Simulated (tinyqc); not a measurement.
# Changing the power supplied per electron P

Model: decay of LO phonons and the hot-phonon bottleneck in the cooling of electrons. Computed by tinyqc, a small Python program. Command: `OMP_NUM_THREADS=1 python tinyqc.py 3024598 3024599 out.jsonl hotphonon sweep`. One thread of a shared host (Intel(R) Xeon(R) Processor @ 2.30GHz), about 0.01 s of CPU time with the checks.

n(E, T) = 1/(exp(E/(k_B T)) - 1) is the Bose occupation. Electrons have a temperature T_e; the LO modes within their reach share one occupation N; the decay products stay at the lattice temperature.

Inputs (values chosen for the exercise, modelled on indium arsenide):
```
quantity                                             value    unit
LO energy hbar omega                                  29.5     meV
lifetime at T = 0, tau_0                               7.2      ps
lattice temperature T                                  250       K
electron mass m*                                    0.0256     m_0
eps_inf                                               12.5       -
static dielectric constant eps_s                      15.2       -
electron density n                                 2.9e+17  1/cm^3
density of LO modes that the electrons reach, N_m  3.4e+19  1/cm^3
```

Decay channel: two equal phonons (Klemens).

Constants: k_B = 8.617333262e-05 eV/K; c = 299792458 m/s; e^2/(4 pi eps_0) = 14.39964548 eV angstrom; hbar^2/(2 m_0) = 3.80998212 eV angstrom^2; hbar = 6.582119569e-16 eV s; e = 1.602176634e-19 C.

Method:
- Decay rate 1/tau = (1/tau_0) [1 + 2 n(hbar omega/2)].
- Full width Gamma = 1/(2 pi c tau) in 1/cm, c in cm/s.
- Froehlich coupling alpha = (e^2/(4 pi eps_0)) (1/eps_inf - 1/eps_s) k_0/(2 hbar omega), k_0 = sqrt(m* hbar omega/(hbar^2/(2 m_0))); emission time tau_sp = hbar/(2 alpha hbar omega); bottleneck ratio r = (n/N_m) tau/tau_sp.
- Net emission per electron: [(N + 1) x - N]/tau_sp with x = exp(-hbar omega/(k_B T_e)), a simple two-level balance; steady state of the modes: n [(N + 1) x - N]/tau_sp = N_m (N - N_0)/tau; power per electron P = hbar omega [(N + 1) x - N]/tau_sp.
- With p = P tau_sp/(hbar omega): N = N_0 + r p and x = (p + N)/(N + 1); without hot phonons N = N_0. The mode temperature T_LO solves n(hbar omega, T_LO) = N.

One run for each value; columns: (1) power supplied per electron P (nW); (2) electron temperature T_e (K); (3) T_e without hot phonons (K); (4) mode temperature T_LO (K); (5) LO occupation N:
```
(1)      (2)     (3)     (4)      (5)
0.16  254.44  254.16  250.27  0.34166
0.30  258.36  257.84  250.51  0.34226
0.57  266.03  265.04  250.97  0.34342
1.10  281.51  279.59  251.88  0.34569
2.10  312.55  308.76  253.58  0.34997
4.00  379.84  372.05  256.81  0.35811
7.70  560.74  542.18  263.07  0.37395
```

Over the rows, electron temperature T_e (K) rises from 254 to 561 (exponent d ln y / d ln x 0.024 between the first rows and 0.59 between the last); T_e without hot phonons (K) rises from 254 to 542 (exponent d ln y / d ln x 0.023 between the first rows and 0.57 between the last); mode temperature T_LO (K) rises from 250 to 263 (exponent d ln y / d ln x 0.0015 between the first rows and 0.037 between the last).  Left out: 15.0, 28.0 (the power exceeds what LO emission can carry).

Caution (rows 0.160, 0.300, 0.570, 1.10, 2.10): the electrons are degenerate; Pauli blocking and the Fermi energy, left out here, matter.
